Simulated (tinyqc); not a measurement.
# Interface traps from C-V curves, high-low and Terman methods: what changes with what

MOS capacitor on an n-type substrate; psi is the band bending, negative in depletion; only majority carriers are counted. At the bending psi the Fermi level lies y = xi - psi below the conduction edge at the surface, xi = Vt ln(Nc/Nd). Dit(y) = D0 + D1 exp(-y/E1); traps fill up to the Fermi level, follow the bias and a slow signal, and do not follow a fast one. V is the gate voltage from flat band.

Values chosen for this exercise; band and dielectric values close to those of gallium nitride:
- T = 300 K (temperature)
- eps_r = 9.58 (relative permittivity)
- Nc = 2.25e18 cm^-3 (conduction-band density of states at T)
- Nd = 7.4e15 cm^-3 (donor density)
- EOT = 5.3 nm (equivalent oxide thickness)
- D0 = 9.4e10 cm^-2 eV^-1 (trap density far from the band edge)
- D1 = 2.6e12 cm^-2 eV^-1 (band-tail density at the conduction edge)
- E1 = 0.17 eV (decay energy of the tail)

Constants: q = 1.602176634e-19 C, kB = 1.380649e-23 J/K, Vt = kB T/q, eps0 = 8.8541878128e-14 F/cm where lengths are in cm. Results are converted to the units shown.

Each table varies one quantity; the others keep the values above.

## An error in the doping read as traps

Cox = 3.9 eps0/EOT, LD = sqrt(eps0 eps_r Vt/(q Nd)), u = psi/Vt, Cd = (eps0 eps_r/(sqrt(2) LD)) |exp(u) - 1|/sqrt(exp(u) - u - 1). Ideal V0 = psi - sqrt(2) (eps0 eps_r Vt/LD) sqrt(exp(u) - u - 1)/Cox for psi < 0; the traps add dV = (q/Cox) times the integral of Dit from 0 to psi = (q/Cox) [D0 psi + D1 E1 exp(-xi/E1) (exp(psi/E1) - 1)]. 1/C_HF = 1/Cox + 1/Cd, 1/C_LF = 1/Cox + 1/(Cd + q Dit). The sample has Nd; the ideal curve is drawn with Nd (1 + e). At the true psi = -0.326 V the measured C_HF is matched to the ideal curve, which gives psi', and Dit = (Cox/q) [dV/dpsi' - 1 - Cd'(psi')/Cox], derivatives exact.

The same in every row: true Dit (cm^-2 eV^-1) = 2.542e11.

Results:
```
e      psi' (V)  apparent Dit (cm^-2 eV^-1)
-0.15   -0.2810                    1.060e12
-0.1    -0.2960                    7.619e11
-0.05   -0.3110                    4.948e11
-0.02   -0.3200                    3.475e11
0       -0.3260                    2.542e11
0.02    -0.3320                    1.645e11
0.05    -0.3410                    3.638e10
0.15    -0.3710                   -3.425e11
```

Estimate the missing row, e = 0.1.

Computed row:
```
e    psi' (V)  apparent Dit (cm^-2 eV^-1)
0.1   -0.3560                   -1.617e11
```

With this row back in the table: The apparent Dit falls from 1.06e12 to -3.42e11 cm^-2 eV^-1, against the true 2.54e11. An error of +5 % in the doping shifts it by -2.18e11 cm^-2 eV^-1, 85.7 % of the true value, and a negative result appears where the assumed doping is too high.

## Effect of the oxide thickness on the signal

Same model as above.

All at psi = -0.326 V.

Result of one run:
```
EOT (nm)  dV (mV)  C_HF (nF/cm^2)  C_LF (nF/cm^2)  (C_LF - C_HF)/Cox (%)
1.4        -12.26           40.26           79.04                  1.572
```

What becomes of these results when the equivalent oxide thickness EOT is changed from 1.4 to 14 nm, all else the same?

Result of the changed run:
```
EOT (nm)  dV (mV)  C_HF (nF/cm^2)  C_LF (nF/cm^2)  (C_LF - C_HF)/Cox (%)
14         -122.6           35.10           61.34                  10.64
```

The whole series:
```
EOT (nm)  dV (mV)  C_HF (nF/cm^2)  C_LF (nF/cm^2)  (C_LF - C_HF)/Cox (%)
1.4        -12.26           40.26           79.04                  1.572
2.5        -21.89           39.75           77.09                  2.704
4.4        -38.52           38.90           73.96                  4.467
8          -70.04           37.39           68.66                  7.246
14         -122.6           35.10           61.34                  10.64
26         -227.6           31.29           50.57                  14.51
46         -402.7           26.49           39.11                  16.82
```

The stretch-out grows in proportion to the EOT, from -12.3 to -403 mV, so thin oxides leave Terman's method little to read; the high-low gap rises from 1.57 to 16.8 % of Cox.

Program tinyqc, `OMP_NUM_THREADS=1 python tinyqc.py 2030008 2030009 out.jsonl`; Intel Xeon 2.30GHz, shared host, one thread, about 0.01 s.
